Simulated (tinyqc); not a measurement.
Kinetic Monte Carlo and master equation for a particle on a ring of sites with traps and bias: one step, computed by the program tinyqc.

8 sites on a ring, numbered 1 to 8. The saddle between i and i+1 lies at E0 + s b_i and site i at s eps_i; a force F tilts the landscape, with the saddle half-way.

Task: Steady state. Master equation dP/dt = W P, W_(i+1,i) = k right, W_(i-1,i) = k left, columns summing to zero. The steady state is its null vector; drift v = a sum P_i (k right - k left). D = a^2 lambda''(0)/2, where lambda(q) is the leading eigenvalue of W with right hops weighted by exp(q) and left hops by exp(-q). The slowest relaxation rate is minus the real part of the next eigenvalue of W. 1 angstrom = 1e-8 cm.

Inputs (values chosen for the exercise, for a model defect): temperature T = 260 K; site spacing a = 3.9 angstrom.

Disorder: site traps.

Rates, shares of right hops and mean stays:
```
site  k right (1/s)  k left (1/s)  share right  mean stay (s)
1           7480.50       549.516    0.9315672   1.245328e-04
2          66639.99      4895.362    0.9315672   1.397910e-05
3          66639.99      4895.362    0.9315672   1.397910e-05
4          66639.99      4895.362    0.9315672   1.397910e-05
5           6841.68       502.589    0.9315672   1.361605e-04
6          66639.99      4895.362    0.9315672   1.397910e-05
7           5984.28       439.604    0.9315672   1.556691e-04
8          66639.99      4895.362    0.9315672   1.397910e-05
```

Constants: k_B = 8.617333262e-05 eV/K.

Give: occupations P_i; drift velocity v; diffusivity D; slowest relaxation rate.

Result:

occupations P_i: [0.25610, 0.02875, 0.02875, 0.02875, 0.28002, 0.02875, 0.32014, 0.02875]

drift velocity v = 5.5382e-04 cm/s

diffusivity D = 2.2480e-11 cm^2/s

slowest relaxation rate = 8645.6 1/s
